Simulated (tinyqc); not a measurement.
## Doping and thickness from pinch-off voltage and conductance

Question. A uniform channel has Vp = q Nd a^2/(2 eps0 eps_r) and G0 = 2 q mu Nd a W/L. Find a and Nd.

Parameters, values chosen for the exercise; material values close to those of gallium arsenide: relative permittivity of the semiconductor eps_r = 12.9; low-field mobility at this doping mu = 3300 cm^2/(V s); gate length L = 0.5 um; gate width W = 200 um.

Constants: q = 1.602176634e-19 C, eps0 = 8.8541878128e-14 F/cm where lengths are in cm. Results are converted to the units shown.

Vp = 2.2064835 V
G0 = 1209.7074 mS

Answer. G0 gives the product Nd a and Vp gives Nd a^2; their ratio is a.

a = 110 nm
Nd = 2.60e17 cm^-3

Computed by the program tinyqc: `OMP_NUM_THREADS=1 python tinyqc.py 2500037 2500038 out.jsonl`, one thread of a shared Intel Xeon 2.30GHz, about 0.06 s for the whole run.
